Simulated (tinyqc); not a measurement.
Inside a calculation. Method: extended Hueckel theory, for H4. One step of it, computed by the program tinyqc.

Task: Mulliken analysis. P = C n C^T; charge = valence electrons (H 1) minus the sum of (P S)_ii on the atom; overlap population = 2 sum P_ij S_ij between two atoms.

coefficients:
```
            MO1        MO2        MO3        MO4
1H 1s  0.277887   0.591277   0.746796  -0.591139
2H 1s  0.424543   0.292648  -0.488820   1.194357
3H 1s  0.424543  -0.292648  -0.488820  -1.194357
4H 1s  0.277887  -0.591277   0.746796   0.591139
```

occupations: 2.000000  2.000000  0.000000  0.000000

overlap S:
```
          1H 1s     2H 1s     3H 1s     4H 1s
1H 1s  1.000000  0.473541  0.128774  0.021878
2H 1s  0.473541  1.000000  0.547818  0.128774
3H 1s  0.128774  0.547818  1.000000  0.473541
4H 1s  0.021878  0.128774  0.473541  1.000000
```

Give: charges; Overlap populations.

Result:

charges: 1H -0.1032, 2H 0.1032, 3H 0.1032, 4H -0.1032

Overlap populations:

| pair | value |
|---|---|
| 2-1 | 0.551223 |
| 3-1 | -0.028362 |
| 3-2 | 0.207280 |
| 4-1 | -0.023837 |
| 4-2 | -0.028362 |
| 4-3 | 0.551223 |
